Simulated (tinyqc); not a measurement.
## Both saturation currents from two open-circuit voltages

Inverse problem. Without shunt, at open circuit JL = J01 (exp(Voc/Vt) - 1) + J02 (exp(Voc/(2 Vt)) - 1). Find J01, J02 and the mean ideality (Voc2 - Voc1)/(Vt ln(JL2/JL1)).

Inputs (values chosen for the exercise): temperature T = 273 K.

Constants: q = 1.602176634e-19 C, kB = 1.380649e-23 J/K, Vt = kB T/q. Results are converted to the units shown.

photocurrents (mA/cm^2): 28  280
Voc (V): 1.1118532  1.1697965

Answer. The relation is linear in J01 and J02, so two light levels give two equations; series resistance plays no part at open circuit.

J01 = 6.60e-23 A/cm^2
J02 = 3.20e-13 A/cm^2
mean ideality = 1.07

Program tinyqc, `OMP_NUM_THREADS=1 python tinyqc.py 2280031 2280032 out.jsonl`; Intel Xeon 2.30GHz, shared host, one thread, about 0.01 s.
